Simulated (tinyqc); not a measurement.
## On-chip interconnect, size-dependent resistivity and RC delay: two metals against line width

A rectangular line between two neighbours and two ground planes. Surface and grain-boundary scattering are added to the bulk resistivity as corrections; capacitances are parallel-plate values without fringing; inductance is ignored.

Metal width x = wd - 2 tl, height y = AR wd - tl; grain boundaries (Mayadas-Shatzkes): al = (lam/(gr x)) Rg/(1 - Rg), g = 1/[1 - 3 al/2 + 3 al^2 - 3 al^3 ln(1 + 1/al)] - 1; surfaces (Fuchs-Sondheimer, thick limit): s = (3/8) lam (1 - ps)(1/x + 1/y); rho = rho0 (1 + g + s); r = rho/(x y). The second metal has rho2, lam2 and tl2 in place of rho0, lam and tl; ps, Rg, gr and AR are shared.

Values chosen for this exercise; metal values close to those of copper: bulk resistivity rho0 = 1.71 uohm cm; bulk mean free path lam = 39.1 nm; specular share of surface scattering ps = 0.2; reflection coefficient of grain boundaries Rg = 0.35; grain size over the metal width gr = 0.7; aspect ratio, height over width AR = 1.9; liner on both walls and the bottom, not conducting tl = 2.3 nm; space to the neighbouring lines sp = 99 nm; dielectric height to the planes above and below hd = 110 nm; relative permittivity of the dielectric ek = 4.2; Miller factor of the neighbours Mf = 2; bulk resistivity of the second metal (close to cobalt) rho2 = 6.26 uohm cm; mean free path of the second metal lam2 = 11.9 nm; liner of the second metal tl2 = 0.3 nm.

Constants: eps0 = 8.8541878128e-12 F/m. Results are converted to the units shown.

Result of one run:
```
rho, first (uohm cm)  rho, second (uohm cm)  r, first (ohm/um)  r, second (ohm/um)  ratio second/first
5.646                                 10.18              40.64               61.07               1.503
```

Which drawn line width wd gave this result: 10, 22, 30 or 45 nm?

wd = 30 nm.

The whole series:
```
wd (nm)  rho, first (uohm cm)  rho, second (uohm cm)  r, first (ohm/um)  r, second (ohm/um)  ratio second/first
8                       29.44                  21.40               6713                1941              0.2892
10                      19.43                  18.24               2154                1037              0.4815
13                      13.26                  15.39              704.5               508.7              0.7220
17                      9.620                  13.20              258.6               251.6              0.9728
22                      7.400                  11.61              107.7               130.7               1.214
30                      5.646                  10.18              40.64               61.07               1.503
45                      4.214                  8.876              12.54               23.46               1.872
70                      3.275                  7.947              3.831               8.629               2.253
120                     2.608                  7.248              1.001               2.666               2.663
```

The resistivity of the first metal falls from 29.4 to 2.61 uohm cm and that of the second goes from 21.4 to 7.25 uohm cm as the line widens. The products rho0 lam, which set the size effect, are 66.9 and 74.5 uohm cm nm. The two resistances cross at wd = 17.5 nm: below it the second metal gives the lower line resistance. For widths well under the mean free path the thick-limit surface term is only a guide.

tinyqc, about 0.01 s, one thread, Intel Xeon 2.30GHz (shared host): `OMP_NUM_THREADS=1 python tinyqc.py 2100109 2100110 out.jsonl`
